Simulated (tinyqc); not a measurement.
Plane-wave Kohn-Sham cycle with exchange-only LDA in a layered model solid, step by step. One step of it, computed by the program tinyqc.

Task: Iteration 2: levels at that k. Diagonalise the Hermitian matrix.

H (hartree), order -3, -2, -1, +0, +1, +2, +3:
$$\begin{pmatrix}
5.240083 & -0.178150 & 0.095162 & 0.000048 & -0.000005 & 0.000000 & 0.000001 \\
-0.178150 & 2.202347 & -0.178150 & 0.095162 & 0.000048 & -0.000005 & 0.000000 \\
0.095162 & -0.178150 & 0.379705 & -0.178150 & 0.095162 & 0.000048 & -0.000005 \\
0.000048 & 0.095162 & -0.178150 & -0.227842 & -0.178150 & 0.095162 & 0.000048 \\
-0.000005 & 0.000048 & 0.095162 & -0.178150 & 0.379705 & -0.178150 & 0.095162 \\
0.000000 & -0.000005 & 0.000048 & 0.095162 & -0.178150 & 2.202347 & -0.178150 \\
0.000001 & 0.000000 & -0.000005 & 0.000048 & 0.095162 & -0.178150 & 5.240083
\end{pmatrix}$$

Give: eigenvalues.

Result:

eigenvalues (hartree): [-0.3112, 0.2669, 0.5284, 2.2074, 2.2194, 5.2527, 5.2529]
